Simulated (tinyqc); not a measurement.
MESFET, gradual channel with velocity saturation: two steps of the calculation.

A uniformly doped n-type channel, depleted from the top by a Schottky gate; at channel potential V the depleted share of a is u = sqrt((Vbi - Vg + V)/Vp), s at the source. Electrons drift with v = mu E/(1 + mu E/vsat). Abrupt depletion edge, no series resistance, source at 0.

Values chosen for this exercise: gate voltage Vg = 0 V; drain voltage Vd = 1 V.

Question 1. Current below saturation. u = sqrt((Vbi - Vg + Vd)/Vp). I = (G0 Vp/3) F/(1 + Z (u^2 - s^2)), F = 3 (u^2 - s^2) - 2 (u^3 - s^3), with u at V = Vd; Z = 0 gives constant mobility, for which u stops at 1.

Vbi = 0.69618169 V
Vp = 2.3367725 V
G0 = 2.2770134 mS
Z = 0.79450265
s = 0.54582457

Find: u; F; I for Z = 0; I.

Answer 1.

u = 0.8520
F = 0.3722
I for Z = 0 = 0.6602 mA
I = 0.4927 mA

The falling mobility lowers the current by 25.4 %.

Question 2. The saturation point by Newton steps. a is the channel (half-)thickness, Vp its pinch-off voltage and Z = mu Vp/(vsat L); an iterate with u > 1 is an overshoot, not a physical state. f = (1 - u)(1 + Z (u^2 - s^2)) - Z F/3, F = 3 (u^2 - s^2) - 2 (u^3 - s^3); f' = -(1 + Z (u^2 - s^2)); u(new) = u - f/f'.

u after iteration 1 = 0.99993091
Z = 0.79450265
s = 0.54582457

Give: f; f'; u after iteration 2.

Answer 2.

f = -0.1142
f' = -1.558
u after iteration 2 = 0.9266

tinyqc, about 0.04 s, one thread, Intel Xeon 2.30GHz (shared host): `OMP_NUM_THREADS=1 python tinyqc.py 2500021 2500022 out.jsonl`
